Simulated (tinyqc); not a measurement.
Inside a calculation. Method: Pariser-Parr-Pople SCF with singles CI, for the molecule C=CC(=C)C(C=C)=CC=O (SMILES; centres numbered as the heavy atoms are written). One step of it, computed by the program tinyqc.

Problem. Singles CI, triplets. Over the 9 single excitations with the smallest orbital gaps: A = (e_a - e_i) delta - (ij|ab), with (pq|rs) = sum c_mp c_mq gamma_mn c_nr c_ns.

orbital energies (eV): -15.299398  -13.960136  -12.973882  -11.270673  -10.463696  -4.458100  -2.715152  -1.584163  -0.495981  1.135860

coefficients:
```
          MO1        MO2        MO3        MO4        MO5        MO6        MO7        MO8
1C   0.120605  -0.162278  -0.313087   0.434067  -0.398611  -0.111619   0.545420  -0.165900
2C   0.240452  -0.261068  -0.414890   0.376531  -0.258631   0.023068  -0.362537   0.160244
3C   0.445589  -0.316428  -0.291976  -0.154315   0.306176   0.132789  -0.370982   0.003396
4C   0.232534  -0.210348  -0.226687  -0.212688   0.531700  -0.421531   0.473905  -0.004566
5C   0.533615  -0.080681   0.238502  -0.263931  -0.190249   0.449529   0.137288  -0.160148
6C   0.323459  -0.098274   0.521650   0.328980   0.090096   0.107851   0.244069   0.535375
7C   0.168771  -0.076843   0.430644   0.451905   0.203359  -0.408240  -0.308934  -0.474547
8C   0.370911   0.215689   0.094305  -0.351076  -0.442238  -0.348594  -0.012985  -0.279043
9C   0.265626   0.499499  -0.115536  -0.017241  -0.079838  -0.406441  -0.156017   0.510828
10O  0.221425   0.665615  -0.237713   0.308389   0.331896   0.352998   0.102480  -0.265496

           MO9       MO10
1C   -0.376115  -0.186721
2C    0.478112   0.327098
3C   -0.313207  -0.495122
4C    0.231341   0.257953
5C   -0.210102   0.505266
6C    0.228473  -0.295339
7C   -0.157277   0.150176
8C    0.397837  -0.361047
9C   -0.405614   0.211945
10O   0.185617  -0.078164
```

repulsion gamma_rs (eV):
```
            1C         2C         3C         4C         5C         6C         7C         8C
1C   12.510000   5.645409   4.026818   2.965973   3.644462   2.691108   2.322838   4.026250
2C    5.645409  12.510000   5.645212   4.026818   4.027007   2.966277   2.399774   3.644948
3C    4.026818   5.645212  12.510000   5.645409   5.643190   4.027007   2.965848   4.027048
4C    2.965973   4.026818   5.645409  12.510000   4.026704   3.645143   2.691405   2.966396
5C    3.644462   4.027007   5.643190   4.026704  12.510000   5.645212   4.027084   5.647049
6C    2.691108   2.966277   4.027007   3.645143   5.645212  12.510000   5.644884   4.027919
7C    2.322838   2.399774   2.965848   2.691405   4.027084   5.644884  12.510000   3.644744
8C    4.026250   3.644948   4.027048   2.966396   5.647049   4.027919   3.644744  12.510000
9C    2.965326   2.690913   2.965481   2.399653   4.027048   3.644633   4.026580   5.643190
10O   2.759143   2.373871   2.453764   2.022280   3.049527   2.759493   3.048826   4.181434

            9C        10O
1C    2.965326   2.759143
2C    2.690913   2.373871
3C    2.965481   2.453764
4C    2.399653   2.022280
5C    4.027048   3.049527
6C    3.644633   2.759493
7C    4.026580   3.048826
8C    5.643190   4.181434
9C   12.510000   5.954315
10O   5.954315  15.760000
```

Give: triplet CI matrix; triplet excitation energies.

Solution.

triplet CI matrix (eV):
```
         5>6      4>6      5>7      3>6      4>7      5>8      2>6      4>8
5>6   1.4432  -0.6392   0.5528   0.3751  -0.7996   0.0064   0.1499   0.0088
4>6  -0.6392   2.3597  -0.7996  -0.2839  -0.2093   0.0088  -0.2483  -0.3442
5>7   0.5528  -0.7996   2.8545  -0.2370   0.9682   0.2641  -0.3271  -0.4189
3>6   0.3751  -0.2839  -0.2370   4.1524  -0.3465  -0.3140   0.3742  -0.5977
4>7  -0.7996  -0.2093   0.9682  -0.3465   3.9598  -0.4189  -0.0561  -0.1117
5>8   0.0064   0.0088   0.2641  -0.3140  -0.4189   4.9814   0.3788  -0.9325
2>6   0.1499  -0.2483  -0.3271   0.3742  -0.0561   0.3788   4.5768   0.4584
4>8   0.0088  -0.3442  -0.4189  -0.5977  -0.1117  -0.9325   0.4584   5.0452
5>9   0.5177  -0.1846   0.0398  -0.2879  -0.5756   0.0859  -0.5116   0.4894

         5>9
5>6   0.5177
4>6  -0.1846
5>7   0.0398
3>6  -0.2879
4>7  -0.5756
5>8   0.0859
2>6  -0.5116
4>8   0.4894
5>9   5.2645
```

triplet excitation energies (eV): 0.7380  1.5349  2.8277  3.2747  4.2374  4.7909  5.2711  5.7455  6.2173
